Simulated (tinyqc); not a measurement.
Worked calculation: MP2 on RHF in the 3-21g basis, for He, spin multiplicity 1. One step of it, computed by the program tinyqc.

Question. Iteration 8 (converged): orbitals. Diagonalise F' = X^T F X, C = X C', fill 1 alpha and 1 beta electrons from the bottom; D = 2 C_occ C_occ^T. Each column has its largest component positive (the first on a tie).

converged F (hartree):
```
           1He 1s     1He 2s
1He 1s  -0.070801  -1.118003
1He 2s  -1.118003  -0.499364
```

X:
```
           1He 1s     1He 2s
1He 1s   1.181761  -0.390007
1He 2s  -0.390007   1.181761
```

Give: F' = X^T F X; orbital energies; coefficients C; D after iteration 8.

Answer.

F' = X^T F X (hartree):
```
        1       2
1   0.856  -1.469
2  -1.469   0.322
```

orbital energies (hartree): MO1 -0.904, MO2 2.082

coefficients C:
```
          MO1     MO2
1He 1s  0.458   1.157
1He 2s  0.657  -1.057
```

D after iteration 8:
```
        1He 1s  1He 2s
1He 1s   0.419   0.602
1He 2s   0.602   0.864
```
